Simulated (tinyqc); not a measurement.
Formation energy of a charged point defect from supercell energies: one step, computed by the program tinyqc. Command: `OMP_NUM_THREADS=1 python tinyqc.py 3006114 3006115 out.jsonl formation walk`. One thread of a shared host (Intel(R) Xeon(R) Processor @ 2.30GHz), about 0.01 s of CPU time with the checks.

The host is a compound AB. Making the defect adds n_A = -1, n_B = 0, n_X = 1 atoms to the cell. All total energies are inputs. E_F is counted from the valence-band maximum (VBM); x = 0 is A-rich and x = 1 B-rich growth.

Question. Concentrations at the given E_F and T. E_f(q, E_F) = E_f(q, 0) + q E_F. c_q = N_s exp(-E_f(q, E_F)/k_B T), with all degeneracy factors one and no vibrational entropy.

Inputs (values chosen for the exercise, for a model compound AB):
```
quantity                   value      unit
gap E_g                     2.41        eV
dielectric constant eps      9.6         -
cell length L               9.25  angstrom
Fermi level E_F             1.69        eV
temperature T               1200         K
site density N_s         2.4e+22     cm^-3
```

Defect: impurity X on an A site. Supercell lattice: fcc.

charge states q: 0  -1  -2

E_f(q, 0) (eV): (q=0) 1.560400, (q=-1) 3.709579, (q=-2) 4.944117

Constants: k_B = 8.617333262e-05 eV/K.

Give: Charge states; lowest formation energy; total concentration; mean charge.

Answer.

Charge states:
```
q   E_f (eV)  c_q (cm^-3)   share
0      1.560    6.712e+15  0.5059
-1     2.020    7.913e+13  0.0060
-2     1.564    6.475e+15  0.4881
```

lowest formation energy = 1.5604 eV

total concentration = 1.327e+16 cm^-3

mean charge = -0.9821 e

State 0 holds 50.6 % of the defects. Caution: the largest image-charge correction in these energies, q^2 alpha e^2/(8 pi eps_0 eps L) with alpha = 2.888282, exceeds a quarter of the gap; the point-charge term alone is then a rough estimate, usually too large for a charge that is spread out.
